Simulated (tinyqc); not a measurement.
## Stress and current directions compared

A cubic crystal with three pairs of conduction valleys along x, y and z; non-degenerate electrons, one relaxation time, masses unchanged. Stress s_ij = X a_i a_j with a the unit vector along the stress; strain e_ii = s11 s_ii + s12 (s_jj + s_kk), e_ij = s44 s_ij/2. Valley shift dE = Xu (n.e.n - trace(e)/3) with n the valley axis; share f proportional to exp(-dE/Vt). Inverse mass along the current d: (n.d)^2/ml + (1 - (n.d)^2)/mt; mu/mu0 = sum f (1/m) over the plain mean of 1/m. Rows: direction of the stress, of size |X|; columns: direction of the current and sign.

Parameters, values chosen for the exercise; values close to those of silicon:
```
symbol  value   unit                             meaning
T         300      K                         temperature
s11      7.65  1/TPa                          compliance
s12     -2.14  1/TPa                          compliance
s44      12.8  1/TPa                          compliance
Xu       9.22     eV         shear deformation potential
ml      0.946     m0                   longitudinal mass
mt      0.187     m0                     transverse mass
X         480    MPa  uniaxial stress (tension positive)
```

Constants: q = 1.602176634e-19 C, kB = 1.380649e-23 J/K, Vt = kB T/q. Results are converted to the units shown.

mu/mu0:
```
       I [100], tension  I [100], compression  I [110], tension  I [110], compression
[100]            1.2714               0.56811            1.0678               0.89203
[110]            1.1111               0.91484            1.1111               0.91484
[001]           0.86431                1.2159           0.86431                1.2159
[111]            1.0000                1.0000            1.0000                1.0000
```

The largest gain, 1.27, is for stress along [100], tension, current along [100]; the largest loss, 0.568, for [100], compression, current along [100]. Entries equal to one are cases in which the valleys are not split or have equal mass along the current.

Numbers from tinyqc (`OMP_NUM_THREADS=1 python tinyqc.py 2530032 2530033 out.jsonl`; about 0.01 s on one thread of a shared Intel Xeon 2.30GHz).
